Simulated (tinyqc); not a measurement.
# Changing the diameter d

Model: single-domain magnet: Stoner-Wohlfarth switching, Neel-Arrhenius retention, LLG dynamics and spin torque. Computed by tinyqc, a small Python program. Command: `OMP_NUM_THREADS=1 python tinyqc.py 3002362 3002363 out.jsonl macro sweep`. One thread of a shared host (Intel(R) Xeon(R) Processor @ 2.30GHz), about 0.02 s of CPU time with the checks.

The moment is uniform, with unit vector m; z is the easy axis. mu_0 = 1.25663706212e-6 T m/A, gamma = 1.76085963023e11 rad/(s T).

Inputs (values chosen for the exercise, for a model magnet):
```
quantity                      value    unit
saturation magnetisation M_s    912    kA/m
thickness t                    0.91      nm
interface anisotropy K_i      0.711  mJ/m^2
bulk anisotropy K_u              40  kJ/m^3
exchange stiffness A             25    pJ/m
temperature T                   250       K
attempt frequency f0             10     GHz
waiting time t_w                  1       s
damping alpha                 0.048       -
spin-torque efficiency eta     0.69       -
drive I/I_c0                      4       -
```

Shape: thin disc, easy axis normal to it.

Constants: k_B = 1.380649e-23 J/K; e = 1.602176634e-19 C; hbar = 1.054571817e-34 J s.

Method:
- The disc is treated as an oblate spheroid with p = t/d: N_z = [1 - p arccos(p)/sqrt(1 - p^2)]/(1 - p^2); V = pi d^2 t/4; K_eff = K_u + K_i/t + K_shape, K_shape = -(mu_0 M_s^2/4)(3 N_z - 1); mu_0 H_K = 2 K_eff/M_s.
- Delta = K_eff V/(k_B T); tau = exp(Delta)/f0; probability of a flip within t_w: P = 1 - exp(-t_w/tau). Wall width parameter sqrt(A/K_eff); a two-domain state costs 4 sqrt(A K_eff) times the cross-section that the wall cuts (d t).
- For axial symmetry and a polariser along z: I_c0 = (4 e alpha/(hbar eta)) K_eff V; relaxation time tau_D = (1 + alpha^2)/(alpha gamma mu_0 H_K); thermal start angle theta_0 = 1/sqrt(2 Delta); switching time about tau_D ln(pi/(2 theta_0))/(I/I_c0 - 1); precession frequency gamma mu_0 H_K/(2 pi (1 + alpha^2)).

One run for each value; columns: (1) diameter d (nm); (2) stability factor Delta; (3) barrier of the wall path / k_B T; (4) K_eff (kJ/m^3); (5) critical current I_c0 (microampere); (6) log10 of tau in s:
```
(1)    (2)    (3)    (4)    (5)    (6)
22    34.8   68.3  347.1   50.8    5.1
27    51.1   82.8  338.5   74.6   12.2
33    74.8  100.2  331.5  109.1   22.5
41   113.2  123.3  325.3  165.2   39.2
50   166.0  149.3  320.6  242.2   62.1
61   244.0  181.0  316.7  356.1   96.0
75   365.1  221.4  313.4  532.7  148.5
92   544.6  270.4  310.7  794.7  226.5
```

Over the rows, stability factor Delta rises from 34.8 to 545 (exponent d ln y / d ln x about 1.9 throughout); barrier of the wall path / k_B T rises from 68.3 to 270 (exponent d ln y / d ln x about 0.96 throughout); K_eff (kJ/m^3) falls from 347 to 311 (exponent d ln y / d ln x -0.12 between the first rows and -0.042 between the last). At the high end the exponent of stability factor Delta is 1.96, close to 2: the area of the disc. The wall path becomes the cheaper one between d = 41.0 and 50.0 nm; beyond that the true barrier follows the lower of the two. K_eff falls with d because N_z nears 1 as the disc gets flatter. Left out: 110 (the barrier is out of range).

Caution (all rows): a flat cylinder has a smaller N_z than the spheroid of the same t/d, so K_eff of a real disc is larger. Caution (rows 50.0, 61.0, 75.0, 92.0): a domain wall can cross the element at lower cost, so the single-domain barrier is an upper bound.

Extremes, crossings and ranges named in words are read from the listed rows.
